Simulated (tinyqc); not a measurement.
RHF in the sto-3g basis, for BeH+, spin multiplicity 1, step by step (part 2 of 2). Computed by tinyqc, a small Python program that keeps every step (integrals from PySCF). Command: `OMP_NUM_THREADS=1 python tinyqc.py 26188 26189 out.jsonl` (the two numbers bound the seeds that draw the settings). One thread of a shared host (Intel(R) Xeon(R) Processor @ 2.60GHz), about 0.08 s of CPU time with the checks.

Geometry (angstrom):
```
atom         x         y         z
Be    0.000000  0.000000  0.000000
H     0.000000  0.000000  1.174000
```

## Convergence

Stop when the energy changes by less than 1e-08 hartree and every element of the error matrix X^T (F D S - S D F) X is below 3e-05.

Course of the cycle:
```
iteration   E (hartree)     change  largest element of the error matrix
1           -2.80625417          -                             1.16e-01
2          -13.93590510  -1.11e+01                             3.37e-01
3          -14.60701016  -6.71e-01                             2.56e-01
4          -14.65304233  -4.60e-02                             3.54e-02
5          -14.65424275  -1.20e-03                             6.56e-03
6          -14.65440240  -1.60e-04                             3.35e-03
7          -14.65443943  -3.70e-05                             1.68e-03
8          -14.65444861  -9.18e-06                             8.45e-04
9          -14.65445092  -2.31e-06                             4.24e-04
10         -14.65445150  -5.81e-07                             2.13e-04
11         -14.65445164  -1.47e-07                             1.07e-04
12         -14.65445168  -3.71e-08                             5.39e-05
13         -14.65445169  -9.37e-09                             2.71e-05
```

PySCF RHF in the same basis = -14.65445169 hartree

Converged in 13 iterations.

## Populations, bond orders and dipole

D after iteration 13, lower triangle:
```
            1Be 1s    1Be 2s   1Be 2px   1Be 2py   1Be 2pz     2H 1s
1Be 1s    2.049740
1Be 2s   -0.145469  0.496716
1Be 2px   0.000000  0.000000  0.000000
1Be 2py   0.000000  0.000000  0.000000  0.000000
1Be 2pz  -0.124943  0.301681  0.000000  0.000000  0.183894
2H 1s    -0.197370  0.501880  0.000000  0.000000  0.305736  0.508362
```

overlap S, lower triangle:
```
           1Be 1s    1Be 2s   1Be 2px   1Be 2py   1Be 2pz     2H 1s
1Be 1s   1.000000
1Be 2s   0.259517  1.000000
1Be 2px  0.000000  0.000000  1.000000
1Be 2py  0.000000  0.000000  0.000000  1.000000
1Be 2pz  0.000000  0.000000  0.000000  0.000000  1.000000
2H 1s    0.100324  0.528213  0.000000  0.000000  0.566166  1.000000
```

Mulliken: Z minus the diagonal of D S on the atom; Loewdin: the same with S^(1/2) D S^(1/2); Mayer order: 2 sum_s sum (D(s) S)_ij (D(s) S)_ji over the two atoms.

Charges (e):
```
atom  Mulliken   Loewdin
1Be   0.926758  0.952108
2H    0.073242  0.047892
```

Mayer bond orders:
```
pair     order
2-1   0.994636
```

dipole moment about the origin, x y z (debye): 0.000000  0.000000  -2.942630
